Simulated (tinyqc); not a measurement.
# Small-signal admittance of a forward-biased p+-n diode, step by step

Numbers from tinyqc (`OMP_NUM_THREADS=1 python tinyqc.py 2890230 2890231 out.jsonl`; about 0.01 s on one thread of a shared Intel Xeon 2.30GHz). Printed values are rounded.

Holes injected into a neutral base of width wb with an ohmic contact at its end; low injection, p0 far above the equilibrium density. A small voltage v exp(i w t), w = 2 pi f, modulates the edge density by p0 v/Vt, and the small-signal density obeys Dp d2p/dx2 = (1/tau + i w) p.

Inputs (values chosen for the exercise); permittivity close to that of gallium arsenide:
```
symbol,value,unit,meaning
T,275,K,temperature
eps_r,12.9,,relative permittivity
Nd,1.4e16,cm^-3,donor density of the base
Dp,4.7,cm^2/s,hole diffusion coefficient
tau,3e-6,s,hole lifetime
wb,16,um,width of the neutral base
p0,9e13,cm^-3,excess hole density at the junction edge
Na,1e19,cm^-3,acceptor density of the p+ side
f,39000,Hz,signal frequency
```

Constants: q = 1.602176634e-19 C, kB = 1.380649e-23 J/K, Vt = kB T/q, eps0 = 8.8541878128e-14 F/cm where lengths are in cm. Results are converted to the units shown.

## Closed-form admittance

L = sqrt(Dp tau); direct current J = (q Dp p0/L) coth(wb/L); k = sqrt(1 + i w tau)/L; diffusion admittance Y = (q Dp p0/Vt) k coth(k wb) = G + i w C_diff; junction capacitance C_j = sqrt(q eps0 eps_r Nd/(2 Vr)) in the depletion approximation, with the remaining barrier Vr = Vt ln(Na/p0), a rough value under forward bias; base-width modulation is left out.

L = 37.54997 um
J = 0.04489053 A/cm^2
k wb = 0.4510551+0.1479541i
Y = 1.894974+0.077638i S/cm^2
C_diff = 0.3168321 uF/cm^2
C_j = 0.06821025 uF/cm^2

G is 1.00 times its low-frequency value J/Vt, and C_diff is 4.64 times C_j.

## The same by finite differences

7 equal intervals, h = wb/7; u = small-signal density over its edge value, u_0 = 1, u_7 = 0; u_(i-1) + b u_i + u_(i+1) = 0 with b = -2 - h^2 (1/tau + i w)/Dp; Y = (q Dp p0/(Vt h)) (-b/2 - u_1), which includes the half box at the edge.

b = -2.003705-0.002724i

```
node,u
1,0.8503095-0.0049119i
2,0.7037830-0.0075259i
3,0.5598848-0.0082508i
4,0.4180836-0.0074811i
5,0.2778519-0.0056003i
6,0.1386650-0.0029835i
```

Y on the mesh = 1.896093+0.078498i S/cm^2

Against the closed form the real part is 0.059 % above it and the imaginary part 1.1 % above it; |k h| = 0.068.
